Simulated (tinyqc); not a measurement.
Electroplating on a thin resistive seed layer: kinetics, Wagner number and the terminal effect across a wafer: one step, computed by the program tinyqc.

Current enters the seed at the rim. The bath is treated as a local resistance per area (no lateral flow in the liquid), two electrons per ion, molar volume 7.11 cm^3/mol, Faraday constant F = e N_A, kinematic viscosity 0.01 cm^2/s, omega = 2 pi x rpm/60; k_B T/e is in volts.

Problem. Linear estimate of the terminal effect. Linearised: with R_t = kinetic + bath resistance the current density obeys (1/r)(r i')' = i R_s/R_t, so i = A I_0(r/l), l = sqrt(R_t/R_s); with x = R/l, edge/centre = I_0(x) and edge/mean = x I_0(x)/(2 I_1(x)). Voltage drop in the seed for a uniform current: i R_s R^2/4.

Inputs (values chosen for the exercise, of the order of those for copper plating from an acid sulfate bath): wafer radius R = 15 cm; mean current density = 34 mA/cm^2; temperature T = 298 K.

kinetic resistance = 1.020654 ohm cm^2

bath resistance R_b = 131.25 ohm cm^2

sheet resistance R_s = 15.38462 ohm/square

Give: length l; x = R/l; edge over centre, linear; edge over mean, linear; drop for uniform current.

Solution.

length l = 2.932 cm

x = R/l = 5.116

edge over centre, linear = 30.21

edge over mean, linear = 2.855

drop for uniform current = 29423 mV

Caution: the mean current exceeds 0.3 i_L, so depletion of metal ions, left out of the distribution, matters.
